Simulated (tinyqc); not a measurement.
From threshold to a deep level: trap in a gate oxide as a short-range spherical well.

A spherical well of radius R and depth V0 below the conduction edge, one mass m, c = hbar^2/2m0. The s level at binding Et solves k cot(k R) = -kappa with k = sqrt(m (V0 - Et)/c), kappa = sqrt(m Et/c); it exists for V0 > Vc = c (pi/2R)^2/m. Outside, psi falls as exp(-kappa r)/r.

Constants: hbar^2/2m0 = 3.80998211 eV angstrom^2.

Values chosen for the exercise (out of a larger set: near those of HfO2 on Si; not measured data): R = 3.6 angstrom (radius of the well); m = 0.207 m0 (mass); fV = (1.05, 1.16, 1.22, 1.72, 2.28, 3.07, 6.95) (V0/Vc).

Et against the depth at fixed R; near threshold Et = (pi^2/16)(V0 - Vc)^2/Vc.

Results:

| V0/Vc | V0 (eV) | Et (eV) | threshold form (eV) | 1/kappa (angstrom) | share outside |
|---|---|---|---|---|---|
| 1.05 | 3.679 | 0.005213 | 0.005404 | 59.4 | 0.942 |
| 1.16 | 4.065 | 0.04957 | 0.05534 | 19.3 | 0.832 |
| 1.22 | 4.275 | 0.09023 | 0.1046 | 14.3 | 0.782 |
| 1.72 | 6.027 | 0.7416 | 1.121 | 5.0 | 0.509 |
| 2.28 | 7.990 | 1.870 | 3.541 | 3.1 | 0.357 |
| 3.07 | 10.758 | 3.824 | 9.262 | 2.2 | 0.244 |
| 6.95 | 24.354 | 15.51 | 76.52 | 1.1 | 0.084 |

How do the results move, and what explains it?

The threshold form holds to 10 % up to V0/Vc = 1.05 of those listed. There the state is mostly outside the well (94 % in the first row) and knows only Et, which is why a delta-well model works; more than half is inside from V0/Vc = 2.28 on. A second s level would need V0/Vc > 9. From V0/Vc = 6.95 on Et exceeds the gap of the host, about 5.8 eV, so those rows only show the model.

(tinyqc, `OMP_NUM_THREADS=1 python tinyqc.py 1251683 1251684 out.jsonl`, Intel(R) Xeon(R) Processor @ 2.30GHz, 1 thread, shared host, about 0.01 s.)
